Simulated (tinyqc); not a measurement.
Implant damage, amorphisation by cascade overlap, and solid-phase epitaxial regrowth: one step, computed by the program tinyqc.

Range and width of the damage are inputs. Dynamic annealing enters only through the surviving share f.

Problem. Overlap model. Gibbons model: a point turns amorphous after n + 1 hits; with y = A_i Q the amorphous share is 1 - exp(-y) sum_(k=0..n) y^k/k!. Doses are set by y.

Inputs (values chosen for the exercise, modelled on silicon ions in germanium): overlaps needed n = 2; area amorphised by one track A_i = 2.9 nm^2.

Give: the table «Amorphous share» with the columns Q (1/cm^2), direct impact (n = 0), given n, for y = 0.1, 0.3, 0.6, 1.0, 2.0, 3.0, 5.0, 8.0.

Solution.

Amorphous share:
```
y    Q (1/cm^2)  direct impact (n = 0)     given n
0.1  3.4483e+12                0.09516  1.5465e-04
0.3  1.0345e+13                0.25918  3.5995e-03
0.6  2.0690e+13                0.45119  2.3115e-02
1.0  3.4483e+13                0.63212  8.0301e-02
2.0  6.8966e+13                0.86466  3.2332e-01
3.0  1.0345e+14                0.95021  5.7681e-01
5.0  1.7241e+14                0.99326  8.7535e-01
8.0  2.7586e+14                0.99966  9.8625e-01
```

At small y the share grows as y^3; between the first rows the exponent is 2.86.
